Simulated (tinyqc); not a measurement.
Pariser-Parr-Pople SCF with singles CI, for the molecule C=CC=CC=C(N)C=C (SMILES; centres numbered as the heavy atoms are written), step by step. One step of it, computed by the program tinyqc.

Task: Singles CI, triplets. Over the 6 single excitations with the smallest orbital gaps: A = (e_a - e_i) delta - (ij|ab), with (pq|rs) = sum c_mp c_mq gamma_mn c_nr c_ns.

orbital energies (eV): [-13.255798, -11.837938, -10.478728, -10.026740, -7.736019, -2.524348, -0.834909, 0.730465, 1.726536]

coefficients, order 1C, 2C, 3C, 4C, 5C, 6C, 7N, 8C, 9C:
```
[[0.037504, 0.327408, 0.043946, 0.484516, -0.412827, 0.380372, 0.430211, -0.341095, -0.195380],
 [0.077973, 0.506871, 0.044499, 0.463191, -0.143193, -0.179380, -0.381410, 0.461981, 0.329992],
 [0.141196, 0.543143, 0.007761, -0.035286, 0.454962, -0.377555, -0.102166, -0.360692, -0.440091],
 [0.233123, 0.439574, -0.016933, -0.425383, 0.269307, 0.320138, 0.402637, 0.110195, 0.471082],
 [0.377591, 0.158405, -0.037990, -0.444080, -0.433302, 0.278405, -0.329732, 0.235688, -0.451830],
 [0.599099, -0.142173, -0.070063, -0.051433, -0.337550, -0.393988, -0.034044, -0.444719, 0.381069],
 [0.480821, -0.234790, -0.577649, 0.369628, 0.378113, 0.241179, 0.001415, 0.162966, -0.125239],
 [0.378077, -0.174520, 0.556392, 0.109564, 0.066389, -0.270248, 0.444784, 0.416514, -0.237204],
 [0.206412, -0.129489, 0.588336, 0.141497, 0.283700, 0.462782, -0.434942, -0.273169, 0.126564]]
```

repulsion gamma_rs (eV), order 1C, 2C, 3C, 4C, 5C, 6C, 7N, 8C, 9C:
```
[[11.130000, 5.344829, 3.871592, 2.881123, 2.343721, 1.946694, 1.933519, 1.680539, 1.467840],
 [5.344829, 11.130000, 5.345303, 3.872630, 2.881112, 2.343721, 2.368672, 1.946960, 1.680539],
 [3.871592, 5.345303, 11.130000, 5.346616, 3.872553, 2.881190, 2.752825, 2.344101, 1.946957],
 [2.881123, 3.872630, 5.346616, 11.130000, 5.344187, 3.871515, 3.758320, 2.881112, 2.343721],
 [2.343721, 2.881112, 3.872553, 5.344187, 11.130000, 5.344829, 4.166440, 3.872630, 2.881123],
 [1.946694, 2.343721, 2.881190, 3.871515, 5.344829, 11.130000, 5.923541, 5.346944, 3.872630],
 [1.933519, 2.368672, 2.752825, 3.758320, 4.166440, 5.923541, 16.800000, 4.167464, 3.759174],
 [1.680539, 1.946960, 2.344101, 2.881112, 3.872630, 5.346944, 4.167464, 11.130000, 5.344829],
 [1.467840, 1.680539, 1.946957, 2.343721, 2.881123, 3.872630, 3.759174, 5.344829, 11.130000]]
```

Give: triplet CI matrix; triplet excitation energies.

Result:

triplet CI matrix (eV), order 5>6, 5>7, 4>6, 3>6, 5>8, 4>7:
```
[[0.8920, -0.2388, -0.2252, -0.0444, -0.5855, 0.9513],
 [-0.2388, 2.9085, 0.9513, 0.4285, 0.1806, 0.1432],
 [-0.2252, 0.9513, 3.4611, 0.0376, -0.4815, -0.7580],
 [-0.0444, 0.4285, 0.0376, 3.5064, 0.3423, 0.1338],
 [-0.5855, 0.1806, -0.4815, 0.3423, 4.2551, -0.6714],
 [0.9513, 0.1432, -0.7580, 0.1338, -0.6714, 4.9932]]
```

triplet excitation energies (eV): [0.6046, 1.9189, 3.0547, 4.1107, 4.5518, 5.7756]
